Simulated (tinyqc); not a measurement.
Which coupling does what: hole subbands of a hard-walled well, four-band Luttinger model.

Hole energies are counted downwards from the unstrained band edge, c = hbar^2/2m0. After the usual block transformation one block is H = [[P + Q - Zs, R - i S], [R + i S, P - Q + Zs]] in (heavy, light), with P +/- Q = c [(g1 +/- g2) k^2 + (g1 -/+ 2 g2) kz^2], R = sqrt(3) c gR k^2, S = 2 sqrt(3) c g3 k kz, kz = -i d/dz; axial approximation gR = (g2 + g3)/2. Zs = b (e_par - e_perp) is the shear part of the strain (the hydrostatic part shifts all levels alike and is left out). Basis sqrt(2/L) sin(n pi z/L), n = 1 to N, for each component: kz^2 gives (n pi/L)^2 and the heavy-light block is R delta_nm - 2 sqrt(3) c g3 k D_nm with D_nm = 4 n m/(L (n^2 - m^2)) for n + m odd, 0 otherwise. The other block has the same levels. The split-off band is left out.

Constants: hbar^2/2m0 = 3.80998211 eV angstrom^2.

Inputs chosen for the exercise (near those of Ge; not measured data): g1 = 13.36 (Luttinger gamma1); g2 = 4.25 (gamma2); g3 = 5.66 (gamma3); L = 55 angstrom (well width along [001]); Zs = 0 eV (shear strain energy); k = 0.0765 1/angstrom (wave vector in the plane).

N = 20, at the given k. Diagonal: R = S = 0. Along [100] and [110] gR is g2 and g3 instead of their mean.

Hole energies (meV):
```
model         E1      E2      E3      E4
diagonal  453.06  474.86  634.30  936.37
R alone   272.29  582.55  655.63  915.25
S alone   221.23  308.47  571.93  650.30
axial     146.02  291.27  552.68  707.09
[100]     163.31  297.13  556.92  694.31
[110]     127.46  284.06  548.06  720.50
```

The couplings move E1 by -307.04 meV: R alone by -180.77, S alone by -231.84, so S matters more at k L/pi = 1.34 (R grows as k^2 and joins equal n, S as k and joins n of opposite parity). Warping spreads E1 by 35.85 meV between [100] and [110], the hole being heavier along [110]; the axial value lies between them.

Program tinyqc; command `OMP_NUM_THREADS=1 python tinyqc.py 1281307 1281308 out.jsonl`; about 0.1 s on one thread of a shared Intel(R) Xeon(R) Processor @ 2.30GHz.
